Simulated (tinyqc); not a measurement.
What each parameter does: finite square well with mass mismatch (envelope functions).

A square well of width L and depth V0, mass mw inside and mb outside, energies from the bottom of the well, c = hbar^2/2m0. k = sqrt(mw E/c), kappa = sqrt(mb (V0 - E)/c). psi and psi'/m are continuous at the walls (BenDaniel-Duke), so level n solves k L + 2 atan[(k/mw)/(kappa/mb)] = n pi.

Constants: hbar^2/2m0 = 3.80998211 eV angstrom^2.

Parameters, chosen for this exercise (near those of a strained Si well in SiGe; the results hold for these values, not for the real material): L = 71 angstrom (well width); V0 = 0.19 eV (barrier height); mw = 0.943 m0 (mass in the well); mb = 0.958 m0 (mass in the barrier).

Parabolic bands. Pb is the probability of level 1 in the barriers, (A^2/kappa)/(A^2/kappa + L/2 + sin(kL)/(2k)) with A = cos(kL/2).

One parameter was then changed.

Results before and after:

| case | E1 (eV) | bound levels | Pb | V0 - E1 (eV) |
|---|---|---|---|---|
| base | 0.0062 | 5 | 0.0038 | 0.1838 |
| changed | 0.0063 | 6 | 0.0032 | 0.2117 |

Which of these changes was made? (a) V0 = 0.218 eV; (b) mw = 0.8487 m0; (c) mb = 1.1975 m0; (d) L = 78 angstrom.

Answer: (a) V0 = 0.218 eV. Of the candidates, run in turn, only this one gives the changed row.

All candidates:

| case | E1 (eV) | bound levels | Pb | V0 - E1 (eV) |
|---|---|---|---|---|
| base | 0.0062 | 5 | 0.0038 | 0.1838 |
| L = 78 angstrom | 0.0052 | 6 | 0.0030 | 0.1848 |
| V0 = 0.218 eV | 0.0063 | 6 | 0.0032 | 0.2117 |
| mw = 0.8487 m0 | 0.0067 | 5 | 0.0045 | 0.1833 |
| mb = 1.1975 m0 | 0.0060 | 5 | 0.0041 | 0.1840 |

Program tinyqc; command `OMP_NUM_THREADS=1 python tinyqc.py 1250886 1250887 out.jsonl`; about 0.01 s on one thread of a shared Intel(R) Xeon(R) Processor @ 2.30GHz.
